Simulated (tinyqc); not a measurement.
# p-n diode, drift-diffusion by the Gummel loop with Scharfetter-Gummel fluxes: what changes with what

Abrupt junction at x = 0, p side from -Lp, n side to Ln, ohmic contacts. psi is counted from the intrinsic level; n = ni exp((psi - phin)/Vt), p = ni exp((phip - psi)/Vt). Contacts: p side psi = V - Vt ln(Na/ni), p = Na, n = ni^2/Na; n side psi = Vt ln(Nd/ni), n = Nd, p = ni^2/Nd. Constant mobilities, D = mu Vt, Boltzmann statistics, SRH recombination through a mid-gap level, U = (n p - ni^2)/(tp (n + ni) + tn (p + ni)). Current is positive from the p contact to the n contact.

Parameters, values chosen for the exercise; band and dielectric values close to those of silicon: temperature T = 300 K; band gap Eg = 1.13 eV; relative permittivity eps_r = 11.8; conduction-band density of states at T Nc = 2.77e19 cm^-3; valence-band density of states at T Nv = 2.64e19 cm^-3; acceptor density of the p side Na = 3.8e16 cm^-3; donor density of the n side Nd = 6.1e15 cm^-3; electron mobility mun = 990 cm^2/(V s); hole mobility mup = 410 cm^2/(V s); SRH lifetime of electrons tn = 1e-10 s; SRH lifetime of holes tp = 9e-7 s; length of the p side Lp = 2.7 um; length of the n side Ln = 2.7 um; uniform generation rate G = 0 cm^-3 s^-1.

Constants: q = 1.602176634e-19 C, kB = 1.380649e-23 J/K, Vt = kB T/q, eps0 = 8.8541878128e-14 F/cm where lengths are in cm. Results are converted to the units shown.

Each table varies one quantity; the others keep the values above.

## Current against voltage in the dark

ni = sqrt(Nc Nv) exp(-Eg/(2 Vt)), Eg in volts. Poisson and both continuity equations are solved self-consistently with Scharfetter-Gummel fluxes on a graded mesh of 500 nodes. J_scr is q times the integral of U between -xp and xn. Ideal diffusion current J_id = q ni^2 [Dn coth(wp/Le)/(Le Na) + Dp coth(wn/Lh)/(Lh Nd)] (exp(V/Vt) - 1), Le = sqrt(Dn tn), Lh = sqrt(Dp tp), wp = Lp - xp, wn = Ln - xn, with xp and xn from the depletion approximation (W = sqrt(2 eps0 eps_r (Vbi - V)(1/Na + 1/Nd)/q), xp = W Nd/(Na + Nd), xn = W Na/(Na + Nd), Vbi = Vt ln(Na Nd/ni^2)). Ideality factor = 0.004 V/(Vt ln[J(V + 0.004 V)/J(V)]). Here G = 0.

In this table G = 0 cm^-3 s^-1.

Results:

| V (V) | J (A/cm^2) | ideality factor | J_scr/J (%) | J_id (A/cm^2) | share recombining at the contacts (%) | larger minority/doping at -xp and xn |
|---|---|---|---|---|---|---|
| 0.15 | 1.88e-6 | 1.28 | 95.6 | 8.31e-8 | 1.59 | 1.06e-9 |
| 0.21 | 1.04e-5 | 1.44 | 91.8 | 8.46e-7 | 2.90 | 1.07e-8 |
| 0.27 | 4.97e-5 | 1.51 | 82.6 | 8.60e-6 | 6.15 | 1.08e-7 |
| 0.39 | 0.00145 | 1.21 | 38.6 | 8.87e-4 | 21.5 | 1.09e-5 |
| 0.45 | 0.0110 | 1.10 | 18.1 | 0.00900 | 28.6 | 1.09e-4 |
| 0.51 | 0.0936 | 1.08 | 6.11 | 0.0914 | 33.8 | 0.00108 |
| 0.57 | 0.735 | 1.19 | 1.30 | 0.927 | 43.4 | 0.0104 |
| 0.62 | 3.55 | 1.23 | 0.325 | 6.39 | 64.7 | 0.0624 |

Estimate the missing row, V = 0.33 V.

Computed row:

| V (V) | J (A/cm^2) | ideality factor | J_scr/J (%) | J_id (A/cm^2) | share recombining at the contacts (%) | larger minority/doping at -xp and xn |
|---|---|---|---|---|---|---|
| 0.33 | 2.43e-4 | 1.39 | 63.8 | 8.73e-5 | 12.7 | 1.09e-6 |

With this row back in the table: J rises from 1.88e-6 to 3.55 A/cm^2; the ideality factor moves up and down between 1.08 and 1.51. Recombination in the depleted layer carries over half of the current up to V = 0.33 V, where the factor is 1.39; it grows roughly as exp(V/2 Vt), so diffusion overtakes it. Where the factor is lowest (V = 0.51 V), J is 2.5 % above the ideal diffusion current.

## Effect of the SRH lifetime of holes at fixed bias

Same model as above.

In this table V = 0.37 V.

Effect of the SRH lifetime of holes at fixed bias:

| tp (s) | J (A/cm^2) | ideality factor | J_scr/J (%) | J_id (A/cm^2) | share recombining at the contacts (%) | larger minority/doping at -xp and xn |
|---|---|---|---|---|---|---|
| 1e-11 | 0.164 | 1.77 | 98.7 | 0.00364 | 0.00167 | 2.25e-6 |
| 1e-10 | 0.0482 | 1.77 | 97.4 | 0.00133 | 0.00786 | 4.30e-6 |
| 1e-9 | 0.0140 | 1.77 | 95.6 | 6.10e-4 | 0.464 | 4.92e-6 |
| 1e-8 | 0.00430 | 1.71 | 89.8 | 4.35e-4 | 3.06 | 5.05e-6 |
| 1e-7 | 0.00155 | 1.51 | 73.4 | 4.12e-4 | 9.19 | 5.07e-6 |
| 1e-6 | 7.58e-4 | 1.25 | 45.7 | 4.09e-4 | 19.0 | 5.07e-6 |
| 1e-5 | 5.16e-4 | 1.10 | 21.0 | 4.09e-4 | 28.0 | 5.07e-6 |

What does the table show?

As tp rises from 1e-11 to 1e-5, J falls from 0.164 to 5.16e-4 A/cm^2, the share of the depleted layer falls from 98.7 to 21.0 % and the share lost at the contacts rises from 0.00167 to 28.0 %. The exponent d ln J/d ln tp is -0.53 between the first two rows and -0.17 between the last two. J less J_scr is 0.38 % below J_id in the last row.

Program tinyqc, `OMP_NUM_THREADS=1 python tinyqc.py 2240117 2240118 out.jsonl`; Intel Xeon 2.30GHz, shared host, one thread, about 0.2 s.
